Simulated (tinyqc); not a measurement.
Raising U: Hubbard chain of 3 sites, mean field against exact. Computed by the program tinyqc. Collinear unrestricted mean field (the lowest of 40 random starts) against exact diagonalisation.

one-body matrix (hopping and site energies) (eV):
```
         1        2        3
1  -0.1100  -0.5200   0.0000
2  -0.5200   0.5800  -0.5200
3   0.0000  -0.5200   0.3800
```

electrons, up and down: 2  1

Exact and mean-field results (eV):
```
U          U/t   E exact  E mean field  mean |n_up - n_down|  double occupancy, exact  first gap in the sector
0.260    0.500  -0.59243      -0.58857                 0.333                    0.221                    0.654
1.040    2.000  -0.16010      -0.09067                 0.491                    0.149                    0.581
1.560    3.000   0.03923       0.16178                 0.686                    0.108                    0.497
2.080    4.000   0.18379       0.32584                 0.818                    0.079                    0.421
3.120    6.000   0.36873       0.50049                 0.921                    0.044                    0.313
4.160    8.000   0.47724       0.58853                 0.957                    0.027                    0.245
6.240   12.000   0.59532       0.67617                 0.981                    0.013                    0.169
10.400  20.000   0.69517       0.74589                 0.993                 4.89e-03                    0.103
```

Estimate the missing row, U = 0.52.

Computed row:
```
U        U/t   E exact  E mean field  mean |n_up - n_down|  double occupancy, exact  first gap in the sector
0.520  1.000  -0.42949      -0.41255                 0.354                    0.197                    0.644
```

In absolute terms mean field is worst at U/t = 4.0, 0.142 eV too high: at small U it is nearly exact, and at large U it misses only exchange-scale energies. Relative to the exact energy its error is 0.7 % at the smallest U, 312 % at most and 7 % at the largest. The double occupancy falls from 0.221 to 0.005.
